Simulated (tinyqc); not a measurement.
Hall effect and magnetoresistance of several carrier groups with constant relaxation times. From one set of inputs to another, one input at a time. Computed by tinyqc, a small Python program. Command: `OMP_NUM_THREADS=1 python tinyqc.py 3003012 3003013 out.jsonl hall2 ladder`. One thread of a shared host (Intel(R) Xeon(R) Processor @ 2.30GHz), about 0.01 s of CPU time with the checks.

Group 1 has charge -e and group 2 charge +e; s_i is that sign. B lies along z; mu B is formed with mu in m^2/(V s).

The inputs printed are set A. Inputs not listed in the table keep their values of set A, so the rows need not describe a real material.

Inputs (values chosen for the exercise, for a model conductor): density n1 = 7.4e+13 1/cm^2; mobility mu1 = 3100 cm^2/(V s); density n2 = 8.5e+14 1/cm^2; mobility mu2 = 71 cm^2/(V s); magnetic field B = 0.36 T.

Carriers: electrons and holes. Densities: per area (a thin layer).

Constants: e = 1.602176634e-19 C.

Method. sigma_xx = sum n_i e mu_i/(1 + mu_i^2 B^2); sigma_xy = sum s_i n_i e mu_i^2 B/(1 + mu_i^2 B^2). rho_xx = sigma_xx/(sigma_xx^2 + sigma_xy^2); Hall coefficient R_H = sigma_xy/(B (sigma_xx^2 + sigma_xy^2)), with B in V s/cm^2 (1 T = 1e-4 V s/cm^2); magnetoresistance MR = rho_xx(B)/rho_xx(0) - 1. Apparent density 1/(e |R_H|); Hall mobility |R_H|/rho_xx.

Each row keeps all changes above it:
```
input moved                   from       to  rho_xx (ohm)  magnetoresistance MR (%)  Hall mobility (cm^2/(V s))
set A                            -        -    2.1587e+01                2.1480e-01                        2433
mobility mu2 (cm^2/(V s))       71     5400    1.3005e+00                4.2053e-01                        4986
density n1 (1/cm^2)        7.4e+13  4.8e+11    1.3594e+00                2.9963e-03                        5397
mobility mu1 (cm^2/(V s))     3100    19000    1.3585e+00                1.0420e-01                        5366
density n2 (1/cm^2)        8.5e+14  1.6e+11    6.6275e+02                6.0151e+00                       16117
magnetic field B (T)          0.36      4.8    2.5666e+03                3.1056e+02                        6601
```

rho_xx goes from 21.6 to 2570, a factor 119 in all. The largest single move comes from density n2 (a factor 488), and mobility mu2 works against it (a factor 0.0602). Magnetoresistance MR goes from 0.215 to 311, a factor 1450 in all. The largest single move comes from density n1 (a factor 0.00713), but it runs against the net change; the largest move in the direction of the net change is density n2 (a factor 57.7). Hall mobility goes from 2430 to 6600, a factor 2.71 in all. The largest single move comes from density n2 (a factor 3.00), and magnetic field B works against it (a factor 0.410). The single moves hold for this order of the switches; the total does not depend on the order.

Extremes, crossings and ranges named in words are read from the listed rows.
